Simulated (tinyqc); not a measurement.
Resistance of a source-drain extension with a graded tip: two steps of the calculation.

y runs along the channel, the gate covers y > 0. The doping is N0 for y < y0 and N0 10^(-(y - y0)/la) beyond, uniform over the depth xj. Sheet conductance s(y) = q mu(N) max(N - Nch, 0) xj + (for y > 0) ma Cox Vo, with mu(N) = u0 + (u1 - u0)/(1 + (N/Nr)^au) and Cox = eps0 eox/tox. Current is taken as one-dimensional; depletion of the tip, spreading and the contact are left out. The metallurgical junction lies at yj, where N = Nch.

Values chosen for this exercise; mobility law close to that of electrons in silicon:
```
symbol,value,unit,meaning
eox,24.5,,relative permittivity of the gate insulator (close to zirconium oxide)
tox,3.9,nm,insulator thickness
N0,7.3e19,cm^-3,active doping of the extension far from the gate
la,6.3,nm/decade,lateral abruptness
y0,3.3,nm,position under the gate where the fall begins (gate edge at 0)
xj,8,nm,depth of the extension
Nch,6.5e17,cm^-3,channel doping
Vo,0.6,V,gate overdrive
ma,200,cm^2/(V s),mobility of the gate-induced layer
u1,1414,cm^2/(V s),mobility at low doping
u0,68.5,cm^2/(V s),mobility at high doping
Nr,9.2e16,cm^-3,reference doping
au,0.711,,exponent
Lg,90,nm,gate length
```

Constants: q = 1.602176634e-19 C, eps0 = 8.8541878128e-14 F/cm where lengths are in cm. Results are converted to the units shown.

Question 1. Sheet resistances and junction position. yj = y0 + la log10(N0/Nch); sheet resistance of the full extension 1/[q mu(N0)(N0 - Nch) xj] and of the gate-induced layer 1/(ma Cox Vo); metallurgical length Lg - 2 yj; ye is where the doped and the gate-induced conductances are equal.

Give: yj; sheet resistance of the extension; sheet resistance of the induced layer; metallurgical length; ye; N at ye.

Answer 1.

yj = 16.22 nm
sheet resistance of the extension = 1347 ohm/square
sheet resistance of the induced layer = 1498 ohm/square
metallurgical length = 57.56 nm
ye = 3.623 nm
N at ye = 6.488e19 cm^-3

The gate takes over 12.6 nm before the junction, where N is still 99.8 times the channel doping.

Question 2. Resistance of the overlapped part. Midpoint rule on 9 equal steps from 0 to yj: R_ov = sum h/s(y), per width.

Give: y; N; doped conductance; sheet resistance; R_ov.

Answer 2.

| point | y (nm) | N (cm^-3) | doped conductance (uS) | sheet resistance (ohm/square) |
|---|---|---|---|---|
| 0 | 0.90098 | 7.3000e19 | 742.58 | 709.20 |
| 1 | 2.7029 | 7.3000e19 | 742.58 | 709.20 |
| 2 | 4.5049 | 4.6997e19 | 500.68 | 856.06 |
| 3 | 6.3068 | 2.4325e19 | 283.82 | 1051.2 |
| 4 | 8.1088 | 1.2590e19 | 165.35 | 1200.7 |
| 5 | 9.9107 | 6.5163e18 | 98.175 | 1306.1 |
| 6 | 11.713 | 3.3727e18 | 57.574 | 1379.2 |
| 7 | 13.515 | 1.7456e18 | 30.371 | 1433.0 |
| 8 | 15.317 | 9.0349e17 | 9.4223 | 1477.3 |

R_ov = 18.239 ohm um

Program tinyqc, `OMP_NUM_THREADS=1 python tinyqc.py 2282222 2282223 out.jsonl`; Intel Xeon 2.30GHz, shared host, one thread, about 0.03 s.
